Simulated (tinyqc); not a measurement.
Graded p-n junction, non-linear Poisson equation by Newton steps: one step of the calculation.

One dimension, p side on the left, n side on the right; net doping C = (Nd - Na)/2 + ((Nd + Na)/2) tanh(x/Lg). The potential psi is counted from the intrinsic level, and the quasi-Fermi potentials are flat: 0 for holes and -V for electrons, so n = ni exp((psi + V)/Vt) and p = ni exp(-psi/Vt) (Boltzmann statistics, full ionisation, no current).

Problem. Converged densities, field and charge. n and p as above; field E_i = -(psi_(i+1) - psi_i)/h_i on each interval; charge on either side of the peak Q = eps0 eps_r |E|max (Gauss).

Values chosen for this exercise; band and dielectric values close to those of gallium arsenide: temperature T = 300 K; relative permittivity eps_r = 13.1; bias of the p side against the n side V = 0 V.

Constants: q = 1.602176634e-19 C, kB = 1.380649e-23 J/K, Vt = kB T/q, eps0 = 8.8541878128e-14 F/cm where lengths are in cm. Results are converted to the units shown.

```
node	x (nm)	converged psi (V)	net doping C (cm^-3)
0	-1620	-0.62798720	-8.3999958e16
1	-1280	-0.62798691	-8.3999072e16
2	-971	-0.62798233	-8.3984601e16
3	-704	-0.62793217	-8.3825826e16
4	-469	-0.62752428	-8.2543042e16
5	-262	-0.62502809	-7.5120182e16
6	-80	-0.61279722	-4.9791683e16
7	80	-0.48431610	-1.3208317e16
8	319	0.55617399	1.5523876e16
9	678	0.59167690	2.0779483e16
10	1210	0.59214540	2.0998246e16
11	2020	0.59214872	2.0999999e16
```

ni = 2.3689646e6 cm^-3

Wanted: n; p; field E; peak |E|; charge Q.

Solution.

```
node	n (cm^-3)	p (cm^-3)
0	6.681e-5	8.400e16
1	6.681e-5	8.400e16
2	6.682e-5	8.398e16
3	6.695e-5	8.382e16
4	6.802e-5	8.251e16
5	7.491e-5	7.491e16
6	1.202e-4	4.668e16
7	0.01731	3.241e14
8	5.222e15	0.001075
9	2.062e16	2.722e-4
10	2.100e16	2.673e-4
11	2.100e16	2.672e-4
```

field E, interval 0 to 10 (kV/cm): 0.00  0.00  0.00  -0.02  -0.12  -0.67  -8.03  -43.54  -0.99  -0.01  0.00
peak |E| = 43.54 kV/cm
charge Q = 50.50 nC/cm^2

Computed by the program tinyqc: `OMP_NUM_THREADS=1 python tinyqc.py 2000095 2000096 out.jsonl`, one thread of a shared Intel Xeon 2.30GHz, about 0.04 s for the whole run.
